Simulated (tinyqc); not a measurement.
## Metal-interlayer-semiconductor contact, depinning against tunnelling resistance: contact resistivity against the temperature

Zero bias, n-type semiconductor. Gap states at the semiconductor surface thin out as exp(-be ti), which unpins the barrier; electrons must then cross the interlayer (a rectangular barrier, no voltage drop across it) and the parabolic depleted layer, both by WKB. Energies E are counted from the Fermi level; no image force, parabolic bands.

Nc is given at 300 K and scales as (T/300 K)^1.5. S = 1/(1 + (1/S0 - 1) exp(-be ti)); phiB = S (phiM - chi) + (1 - S)(Eg - E0); xi = Ec - EF deep inside, from Nd = Nc F(-xi/Vt), F(x) = (2/sqrt(pi)) int_0^infinity sqrt(u) du/(1 + exp(u - x)); band bending U = phiB - xi; E00 = (hbar/2) sqrt(Nd/(eps0 eps_r mt m0)) in volts; A = 4 pi q mA m0 kB^2/h^3. With U = phiB - xi: for xi < E < phiB, y = (E - xi)/U and G1 = (U/E00) [sqrt(1 - y) - y ln((1 + sqrt(1 - y))/sqrt(y))], G1 = 0 above phiB; G2 = 2 ti sqrt(mi max(phiB + dE - E, 0)/C), C = hbar^2/(2 m0); f = 1/(1 + exp(E/Vt)); 1/rho_c = (A T^2/Vt^2) times the integral of exp(-G1 - G2) f over E from xi upwards. Shares under 0.001 % are printed as 0; rows without band bending are left out.

Parameters, values chosen for the exercise; semiconductor values close to those of germanium; interlayer mass of the order of that in lanthanum oxide, offset chosen freely:
- Eg = 0.638 eV (band gap)
- eps_r = 16.5 (relative permittivity)
- chi = 4.06 eV (electron affinity)
- Nc = 1.04e19 cm^-3 (conduction-band density of states at the reference temperature)
- mt = 0.118 m0 (tunnelling mass in the semiconductor)
- mA = 1.06 m0 (Richardson mass)
- Nd = 1.3e20 cm^-3 (donor density)
- E0 = 0.092 eV (charge-neutrality level above the valence band)
- S0 = 0.05 (pinning factor without interlayer)
- phiM = 3.98 eV (metal work function)
- ti = 0.6 nm (interlayer thickness)
- dE = 2.09 eV (conduction-band offset of the interlayer above the semiconductor)
- mi = 0.3 m0 (tunnelling mass in the interlayer)
- be = 5.3 1/nm (decay constant of gap states through the interlayer)

Constants: q = 1.602176634e-19 C, kB = 1.380649e-23 J/K, eps0 = 8.8541878128e-12 F/m, hbar = 1.054571817e-34 J s, h = 6.62607015e-34 J s, m0 = 9.1093837015e-31 kg, Vt = kB T/q, hbar^2/(2 m0) = 0.0380998212 eV nm^2. Results are converted to the units shown.

The same in every row: S = 0.559; phiB (eV) = 0.196.

Contact resistivity against the temperature:
```
T (K),E00/Vt,rho_c (ohm cm^2),rho_c with G2 = 0 (ohm cm^2),peak of the integrand (eV),share above phiB (%)
150,11.7,2.20e-7,1.27e-9,-0.0278,0
200,8.80,2.17e-7,1.26e-9,-0.0311,0
250,7.04,2.13e-7,1.24e-9,-0.0330,0.00685
300,5.87,2.09e-7,1.22e-9,-0.0335,0.0370
350,5.03,2.04e-7,1.20e-9,-0.0330,0.125
400,4.40,1.98e-7,1.18e-9,-0.0315,0.316
450,3.91,1.93e-7,1.15e-9,-0.0292,0.652
500,3.52,1.87e-7,1.13e-9,-0.0260,1.17
```

As T goes from 150 to 500, phiB stays at 0.196 eV and rho_c falls from 2.20e-7 to 1.87e-7 ohm cm^2. The apparent activation energy is -0.0292 eV between the last two rows (from rho_c T against 1/T), against phiB = 0.196 eV for pure thermionic emission. The ratio of rho_c to its value with G2 = 0 runs from 173 to 166.

Range of the model: The depletion charge would drop about 0.13 V across such an interlayer (eps_r near 25) at ti = 0.6 nm and Nd = 1.3e20 cm^-3, against a band bending of 0.36 V; this model leaves that drop out.

Numbers from tinyqc (`OMP_NUM_THREADS=1 python tinyqc.py 2270140 2270141 out.jsonl`; about 0.03 s on one thread of a shared Intel Xeon 2.30GHz).
